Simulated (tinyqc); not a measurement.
Inside a calculation. Method: Hubbard ring of 3 sites. Computed by tinyqc, a small Python program that keeps every step. Settings: hopping = 0.96, U = 8.1, mixing = 0.2, iteration cap = 53. Command: `OMP_NUM_THREADS=1 python tinyqc.py 28182 28183 out.jsonl` (the two numbers bound the seeds that draw the settings). One thread of a shared host (Intel(R) Xeon(R) Processor @ 2.60GHz), about 0.2 s of CPU time with the checks. Later iterations appear only in the table of the cycle.

## Mean-field iteration 1

one-body matrix (hopping and site energies) (eV):
```
,1,2,3
1,-0.440000,-0.960000,-0.960000
2,-0.960000,-0.620000,-0.960000
3,-0.960000,-0.960000,0.040000
```

U = 8.100000 eV

electrons, up and down: 2  1

mixing = 0.200000

n(up) at the start (a guess, not normalised): 1 1.000000, 2 0.217000, 3 1.000000

n(down) at the start (a guess): 1 0.000000, 2 0.783000, 3 0.000000

H(up) = T + U n(down), H(down) = T + U n(up); fill the lowest levels; n(new) = n + mixing (n(out) - n); E = tr T (rho up + rho down) + U sum n_up n_down of the output.

levels, up (eV): -1.443368  0.784847  5.980821

levels, down (eV): 0.835408  7.208724  8.893568

energy = -1.456191 eV

n(up) after iteration 1: 1 0.996815, 2 0.180612, 3 0.996172

n(down) after iteration 1: 1 0.005010, 2 0.816945, 3 0.004445

## Mean-field iteration 2

As before.

levels, up (eV): -1.396734  0.822853  6.247720

levels, down (eV): 0.552784  7.169066  8.864309

energy = -1.462783 eV

n(up) after iteration 2: 1 0.994442, 2 0.151085, 3 0.993353

n(down) after iteration 2: 1 0.008631, 2 0.844812, 3 0.007678

## Convergence

Each step fills the lowest levels of T + U n(other spin) and sets n(new) = n + mixing (n(out) - n); stop when output and input agree to 1e-8.

Course of the cycle:
```
iteration,E (eV),largest |n(out) - n(in)|,mean |n_up - n_down|
1,-1.45619121,1.82e-01,0.945108
2,-1.46278269,1.48e-01,0.948869
3,-1.46686105,1.20e-01,0.951696
4,-1.46942046,9.70e-02,0.953856
5,-1.47104497,7.86e-02,0.955527
6,-1.47208554,6.37e-02,0.956833
7,-1.47275699,5.16e-02,0.957862
8,-1.47319285,4.17e-02,0.958679
9,-1.47347714,3.38e-02,0.959330
10,-1.47366330,2.74e-02,0.959851
11,-1.47378559,2.22e-02,0.960270
...,...,...,...
43,-1.47402359,2.96e-05,0.962059
44,-1.47402359,2.41e-05,0.962060
45,-1.47402359,1.96e-05,0.962060
46,-1.47402359,1.59e-05,0.962060
47,-1.47402359,1.30e-05,0.962061
48,-1.47402359,1.05e-05,0.962061
49,-1.47402359,8.57e-06,0.962061
50,-1.47402359,6.98e-06,0.962061
51,-1.47402359,5.68e-06,0.962061
52,-1.47402359,4.62e-06,0.962061
53,-1.47402359,3.76e-06,0.962061
```

Not converged within 53 iterations: the residual falls steadily but slowly, by a factor of about 0.81 a step. The lowest mean-field energy found from random starts is -1.48668 eV. Reruns (cap 100 unless said): mixing 0.5: converged in 28 to a higher stationary point (E = -1.47402); mixing 0.9: converged in 11 to a higher stationary point (E = -1.47402); the original settings with a cap of 400: converged in 82 to a higher stationary point (E = -1.47402).

## The many-body Hamiltonian

Basis: all placements (u, d, 2, 0 on each site), up operators ordered before down ones; hops carry the sign of the same-spin electrons passed.

H (eV):
```
,2u0,u20,uud,20u,udu,u02,duu,02u,0u2
2u0,6.600000,-0.960000,-0.960000,-0.960000,0.000000,0.000000,0.960000,0.000000,0.000000
u20,-0.960000,6.420000,-0.960000,0.000000,-0.960000,0.000000,0.000000,0.960000,0.000000
uud,-0.960000,-0.960000,-1.020000,0.000000,0.000000,-0.960000,0.000000,0.000000,0.960000
20u,-0.960000,0.000000,0.000000,7.260000,-0.960000,-0.960000,-0.960000,0.000000,0.000000
udu,0.000000,-0.960000,0.000000,-0.960000,-1.020000,-0.960000,0.000000,-0.960000,0.000000
u02,0.000000,0.000000,-0.960000,-0.960000,-0.960000,7.740000,0.000000,0.000000,-0.960000
duu,0.960000,0.000000,0.000000,-0.960000,0.000000,0.000000,-1.020000,-0.960000,-0.960000
02u,0.000000,0.960000,0.000000,0.000000,-0.960000,0.000000,-0.960000,6.900000,-0.960000
0u2,0.000000,0.000000,0.960000,0.000000,0.000000,-0.960000,-0.960000,-0.960000,7.560000
```

## Exact diagonalisation (9 states)

Lowest levels of the sector, and the double occupancy of the lowest state.

lowest levels (eV): -1.687323  -1.667243  -1.020000  5.400293  5.967824  7.075084

double occupancy per site = 0.026101

## The lowest level by Lanczos steps

From a random start vector (not printed): a_j = <q_j|H|q_j>, b_j = norm of the remainder after orthogonalising; the Ritz value is the lowest eigenvalue of the tridiagonal matrix of a and b so far.

Lanczos:
```
j,a_j (eV),b_j (eV),lowest Ritz value (eV)
1,4.459082,4.207737,4.45908156
2,1.674298,1.503881,-1.36544383
3,8.250141,2.361875,-1.51891703
4,-0.289542,1.448048,-1.62935866
5,5.742798,1.205073,-1.67587800
6,8.020214,1.054734,-1.67714409
7,1.104059,3.919687,-1.67720006
8,4.148010,0.678585,-1.68170929
9,6.310940,0,-1.68732261
```
